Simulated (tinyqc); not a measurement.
# Worked calculation: gate-all-around wire with two subbands, quantum capacitance

Program tinyqc, `OMP_NUM_THREADS=1 python tinyqc.py 2200110 2200111 out.jsonl`; Intel Xeon 2.30GHz, shared host, one thread, about 0.01 s. Printed values are rounded.

phi is the Fermi level above the lowest subband edge, in volts; Vg is counted from the gate voltage at which an empty wire would have phi = 0. Both directions of motion are filled (equilibrium).

Inputs (values chosen for the exercise):
```
symbol  value  unit                                                               meaning
T         300     K                                                           temperature
eox      22.6        relative permittivity of the gate insulator (close to hafnium oxide)
tox       2.6    nm                                                   insulator thickness
md       0.23    m0                                                   mass along the wire
gv          1                                                           valley degeneracy
E2       0.23    eV                                        second subband above the first
g2          1                                    orbital degeneracy of the second subband
rw        4.2    nm                                                    radius of the wire
Vg       0.68     V                                                          gate voltage
```

Constants: q = 1.602176634e-19 C, kB = 1.380649e-23 J/K, hbar = 1.054571817e-34 J s, m0 = 9.1093837015e-31 kg, Vt = kB T/q, eps0 = 8.8541878128e-14 F/cm where lengths are in cm. Results are converted to the units shown.

## Gate capacitance

Cox = 2 pi eps0 eox/ln(1 + tox/rw) per length.

Cox = 26.09371 pF/cm

## Starting value

phi = Vg.

phi at the start = 0.68 V

## Iteration 1: new phi

N1 = gv sqrt(2 md m0 kB T/(pi hbar^2)); n1 = N1 F(phi/Vt), n2 = g2 N1 F((phi - E2)/Vt), n = n1 + n2, F(e) = (1/sqrt(pi)) int_0^infinity u^(-1/2) du/(1 + exp(u - e)); Cq = q dn/dphi = (q N1/Vt) [F'(phi/Vt) + g2 F'((phi - E2)/Vt)]. Newton: f = phi + q (n)/Cox - Vg, phi(new) = phi - f/(1 + (Cq)/Cox).

n1 = 1.289072e7 cm^-1
n2 = 1.047828e7 cm^-1
Cq = 3.398076 pF/cm
f = 0.1434877 V
phi after iteration 1 = 0.5530451 V

## Iteration 2: new phi

As before.

n1 = 1.162167e7 cm^-1
n2 = 8.866099e6 cm^-1
Cq = 3.913020 pF/cm
f = -0.001158199 V
phi after iteration 2 = 0.5540523 V

## Course of the iteration

Stop when the step is below 1e-10 V, or after 40 iterations.

Course of the iteration:
```
iteration	phi before the step (V)	step (V)
1	0.68	-0.127
2	0.5530451	1.01e-3
3	0.5540523	8.63e-8
4	0.5540524	< 1e-13
```

Converged in 4 iterations.

## Charge and capacitances at the solution

converged phi = 0.5540524 V

N1 = gv sqrt(2 md m0 kB T/(pi hbar^2)); n1 = N1 F(phi/Vt), n2 = g2 N1 F((phi - E2)/Vt), n = n1 + n2, F(e) = (1/sqrt(pi)) int_0^infinity u^(-1/2) du/(1 + exp(u - e)); Cq = q dn/dphi = (q N1/Vt) [F'(phi/Vt) + g2 F'((phi - E2)/Vt)]. 1/C_G = 1/Cox + 1/(Cq); dphi/dVg = Cox/(Cox + Cq).

n = 2.051235e7 cm^-1
Cq = 3.907880 pF/cm
C_G = 3.398856 pF/cm
dphi/dVg = 0.8697443

Cq is 0.150 times Cox, so C_G is 13.0 % of Cox; 81.5 % of the gate voltage has gone into phi.
